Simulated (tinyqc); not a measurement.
# Composition from the perpendicular lattice constant

Problem. The layer is x parts of the first compound and 1 - x of the second, grown coherently on the third as substrate and barrier. Rows of the table: lattice constant a, average valence level Ea on an absolute scale, spin-orbit splitting so, gaps at Gamma, X and L, hydrostatic deformation potentials av and ac (Gamma), shear potential b, elastic constants, electron and heavy-hole (along z) masses. All are interpolated linearly in x; gaps get -C x (1 - x), taken wholly in the conduction band; real line-ups can differ from this model by 0.1 eV or more. In-plane strain e = (a_substrate - a)/a, e_z = -2 (c12/c11) e, volume change 2 e + e_z. X-ray diffraction gives a_z = a (1 + e_z) of the coherent layer. Find x, e and the relaxed Gamma gap.

Values chosen for this exercise:
```
symbol,value,unit,meaning
CG,0.65,eV,bowing of the Gamma gap
CX,0.2,eV,bowing of the X gap
CL,1.03,eV,bowing of the L gap
```

Binary compounds, values chosen for the exercise:
```
              close to InP  close to GaP  close to GaAs
a (angstrom)         5.869         5.451          5.653
Ea (eV)              -7.04          -7.4          -6.92
so (eV)              0.112        0.0789          0.337
EG (eV)               1.33          2.81           1.43
EX (eV)               2.19          2.24           1.89
EL (eV)               1.92          2.61           1.72
av (eV)               1.25          1.71           1.18
ac (eV)               -5.1          -7.2           -7.2
b (eV)               -1.69         -1.79          -1.71
c11 (GPa)              102           139            120
c12 (GPa)             55.4          62.2           53.5
me (m0)             0.0799         0.131         0.0679
mh (m0)              0.529         0.328          0.352
```

lattice constant along the growth direction = 5.70004859 angstrom

Answer. a_z changes steadily with x, about (1 + 2 c12/c11) times as fast as the relaxed lattice constant, so one composition matches.

x = 0.5400
e = -0.4178 %
relaxed Gamma gap = 1.849 eV

Program tinyqc, `OMP_NUM_THREADS=1 python tinyqc.py 2690083 2690084 out.jsonl`; Intel Xeon 2.30GHz, shared host, one thread, about 0.01 s.
